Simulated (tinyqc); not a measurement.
What moves the results: interband optics of a two-band s-p chain from momentum matrix elements. A value that a table varies takes the place of the one given here.

H(k) = [[Es - 2 ts cos ka, 2i V sin ka], [-2i V sin ka, Ep_ + 2 tp cos ka]] in the basis s, p; the lower band is full, with two electrons a cell. The velocity operator times hbar is W = dH/dk (eV angstrom); intra-atomic dipoles are left out.

With w(k) = |<c|W|v>|^2 and D(k) = Ec - Ev, on the mesh k_j = (j + 1/2)/N (2 pi/a): eps(E) = 1 + (8 pi e2/(a Ar)) mean_j (w/D^2) [1/(D - E - i eta) + 1/(D + E + i eta)], e2 = e^2/(4 pi eps0); light polarised along the chains, no local fields.

Constants: e^2/(4 pi eps0) = 14.39964547 eV angstrom; hbar^2/2m0 = 3.80998211 eV angstrom^2.

Inputs chosen for the exercise: a = 2.21 angstrom (period); Es = 2.69 eV (upper orbital (s)); Ep_ = -3.96 eV (lower orbital (p)); ts = 0.43 eV (s-s hopping); tp = 0.27 eV (p-p hopping); V = 1.54 eV (s-p hopping); Ar = 9 angstrom^2 (cross-section per chain); eta = 0.1 eV (Lorentzian half width); E = 2.18 eV (photon energy).

## Joint density of states against eps2

Mesh of 2000 points. J(E) = mean of (eta/pi)/((E - D)^2 + eta^2). The fourth column is J times the constant (8 pi^2 e2/(a Ar)) mean(w/D^2). R = |(sqrt(eps) - 1)/(sqrt(eps) + 1)|^2.

Spectrum:

| E (eV) | J (1/eV) | eps2 | eps2 with constant element | eps1 | R |
|---|---|---|---|---|---|
| 4.65 | 0.010 | 0.636 | 0.229 | 7.322 | 0.213 |
| 5.12 | 0.064 | 5.394 | 1.495 | 14.052 | 0.356 |
| 5.59 | 0.140 | 9.503 | 3.263 | -1.555 | 0.451 |
| 6.05 | 0.106 | 4.514 | 2.466 | -1.565 | 0.390 |
| 6.52 | 0.097 | 2.522 | 2.256 | -0.609 | 0.287 |
| 6.99 | 0.098 | 1.551 | 2.277 | 0.569 | 0.114 |
| 7.46 | 0.110 | 1.218 | 2.563 | 2.352 | 0.071 |
| 7.93 | 0.218 | 4.478 | 5.071 | 7.640 | 0.264 |
| 8.39 | 0.375 | 7.240 | 8.723 | -3.096 | 0.483 |
| 8.86 | 0.437 | 3.872 | 10.157 | -3.384 | 0.532 |
| 9.33 | 0.188 | 1.067 | 4.377 | -3.967 | 0.812 |
| 9.80 | 0.026 | 0.235 | 0.605 | -2.012 | 0.896 |

Transitions span 5.250 to 9.197 eV. Among the energies listed J peaks at 8.86 eV and eps2 at 5.59 eV. The ratio of eps2 to the constant-element value is 2.91 at 5.59 eV and 0.38 at 8.86 eV: w/D^2 is 1.681 angstrom^2 at the zone centre and 0.715 at the edge.

## Mesh against broadening

eps2 at E for three widths, and eps(0) at eta = 0; the last row is the mesh of 2000 points.

Convergence:

| N | eta = 0.03 eV | eta = 0.1 eV | eta = 0.3 eV | eps(0) |
|---|---|---|---|---|
| 4 | 0.003 | 0.009 | 0.027 | 2.0915 |
| 8 | 0.009 | 0.029 | 0.086 | 3.1109 |
| 16 | 0.010 | 0.035 | 0.104 | 3.2629 |
| 32 | 0.011 | 0.035 | 0.104 | 3.2641 |
| 64 | 0.011 | 0.035 | 0.104 | 3.2641 |
| 128 | 0.011 | 0.035 | 0.104 | 3.2641 |
| 2000 | 0.011 | 0.035 | 0.104 | 3.2641 |

The first N from which eps2 stays within 2 % of the last row is 16 for eta = 0.03, 16 for 0.1 and 16 for 0.3 eV; for eps(0) and 0.1 % it is 16. E lies outside the range of transitions, so eps2 is only the tail of the broadening and grows with eta.

## Static constant against the gap

Es takes the values listed; mesh of 400 points; the Penn-type estimate is 1 + 8 pi c e2 n_eff/(a Ar Dm^2) with Dm the f-weighted mean of D, f = w/(c D), n_eff = 2 mean(f), c = hbar^2/2m0.

Results:

| Es (eV) | smallest D (eV) | Dm (eV) | n_eff | eps(0) | estimate |
|---|---|---|---|---|---|
| 2.39 | 4.950 | 6.821 | 1.501 | 3.569 | 3.236 |
| 2.69 | 5.250 | 7.111 | 1.457 | 3.264 | 2.998 |
| 3.19 | 5.750 | 7.595 | 1.389 | 2.857 | 2.670 |
| 3.69 | 6.250 | 8.079 | 1.326 | 2.543 | 2.408 |
| 4.69 | 7.250 | 9.048 | 1.212 | 2.101 | 2.027 |
| 5.69 | 8.250 | 10.020 | 1.115 | 1.813 | 1.770 |
| 7.69 | 10.250 | 11.972 | 0.956 | 1.480 | 1.462 |

eps(0) - 1 falls from 2.569 to 0.480, as Dm^-2.98; a fixed n_eff would give the power -2, and n_eff goes from 1.501 to 0.956. The single-gap estimate is low by 12.9 % of eps(0) - 1 in the first row and 3.6 % in the last, since 1/D^2 favours the smallest separations. n_eff need not equal the 2 electrons of the cell: a two-orbital basis with chosen hoppings does not obey the free-electron sum rule.

## What moves the optical response

Mesh of 400 points; n_eff = 2 mean(w/(c D)), c = hbar^2/2m0. Each row changes one parameter from the base and keeps the others.

Results:

| case | smallest D (eV) | largest D (eV) | n_eff | eps(0) |
|---|---|---|---|---|
| base | 5.250 | 9.197 | 1.457 | 3.264 |
| a = 2.321 angstrom | 5.250 | 9.197 | 1.608 | 3.378 |
| Es = 2.99 eV | 5.550 | 9.428 | 1.416 | 3.007 |
| ts = 0.516 eV | 5.078 | 9.233 | 1.463 | 3.348 |
| V = 1.694 eV | 5.250 | 9.597 | 1.697 | 3.595 |
| Ar = 9.9 angstrom^2 | 5.250 | 9.197 | 1.457 | 3.058 |

The largest shifts from the base row, up to three for each result and ties (the steps differ in size, so this ranks the rows, not the parameters). smallest D (eV): Es +0.300, ts -0.172; unchanged at the printed digits by a, V and Ar. largest D (eV): V +0.401, Es +0.231, ts +0.036; unchanged at the printed digits by a and Ar. n_eff: V +0.240, a +0.150, Es -0.042; unchanged at the printed digits by Ar. eps(0): V +0.331, Es -0.257, Ar -0.206.

tinyqc: `OMP_NUM_THREADS=1 python tinyqc.py 1680824 1680825 out.jsonl`; about 0.01 s, one thread, shared Intel(R) Xeon(R) Processor @ 2.30GHz.
